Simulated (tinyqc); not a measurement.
Sublattice potential against complex hopping: Haldane model. Computed by the program tinyqc. H_AA = delta - 2 t2 sum cos(k.b + phi), H_BB = -delta - 2 t2 sum cos(k.b - phi), H_AB = -t1 (1 + exp(-i k.a1) + exp(-i k.a2)), b = a1, a2 - a1, -a2, m = 3 sqrt3 t2 sin(phi); the sign of the Chern number follows the orientation k1 then k2.

Honeycomb lattice:
```
parameter     value
t1 (eV)    2.050000
t2 (eV)    0.190000
phi (rad)  0.690000
```

Gaps at the two valleys (eV) and Chern number of the lower band (12 x 12 mesh):
```
delta    gap 2|delta - m|  gap 2|delta + m|  Chern number
-1.1310            3.5189            1.0051             0
-0.8170            2.8909            0.3771             0
-0.3770            2.0109            0.5029            -1
0.0000             1.2569            1.2569            -1
0.2510             0.7549            1.7589            -1
0.4710             0.3149            2.1989            -1
0.7860             0.3151            2.8289             0
1.2570             1.2571            3.7709             0
```

What does the comparison show, and why?

Here |m| = 0.6284 eV. For |delta| < |m| the two valleys have masses of opposite sign and the Chern number is +/-1; one gap closes at |delta| = |m|, and beyond it the band is trivial.
